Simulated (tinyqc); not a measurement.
# Changing the length N of the open chain

Model: classical Heisenberg spin chain: exact results, Metropolis, heat-bath and over-relaxation steps, and a Monte Carlo run. Computed by tinyqc, a small Python program. Command: `OMP_NUM_THREADS=1 python tinyqc.py 3130402 3130403 out.jsonl heismc sweep`. One thread of a shared host (Intel(R) Xeon(R) Processor @ 2.30GHz), about 0.01 s of CPU time with the checks.

E = -J sum_i s_i . s_(i+1) for unit vectors s_i on an open chain; K = J/(k_B T).

Inputs (values chosen for the exercise, for a model chain of large moments): coupling J = 3.7 meV; temperature T = 9.96 K; moment mu = 6 mu_B.

Constants: k_B = 8.617333262e-05 eV/K; mu_B = 5.7883818060e-05 eV/T.

Method. Each bond angle is independent, so u = <s_i . s_(i+1)> = coth K - 1/K, <s_i . s_(i+n)> = u^n, correlation length xi = -1/ln|u|, energy per bond -J u, heat capacity per bond c/k_B = 1 - K^2/sinh^2 K, and for the long chain chi = mu^2 (1 + u)/(3 k_B T (1 - u)) per spin. For N spins, <|sum s|^2>/N = (1 + u)/(1 - u) - 2 u (1 - u^N)/(N (1 - u)^2); the long chain has (1 + u)/(1 - u), chi over the Curie value, and the difference is relative to it.

One run for each value:
```
length N of the open chain  <|sum s|^2>/N  difference from the long chain (%)
2                                  1.7684                             -76.839
3                                  2.4181                             -68.329
5                                  3.4403                             -54.942
8                                  4.4894                             -41.202
12                                 5.3490                             -29.943
20                                 6.2102                             -18.664
40                                 6.9191                              -9.380
80                                 7.2771                              -4.690
200                                7.4920                              -1.876
```

Describe the trends.

Over the rows, <|sum s|^2>/N rises from 1.77 to 7.49 (exponent d ln y / d ln x 0.77 between the first rows and 0.032 between the last); difference from the long chain (%) rises from -76.8 to -1.88 (exponent d ln y / d ln x -0.29 between the first rows and -1.00 between the last).
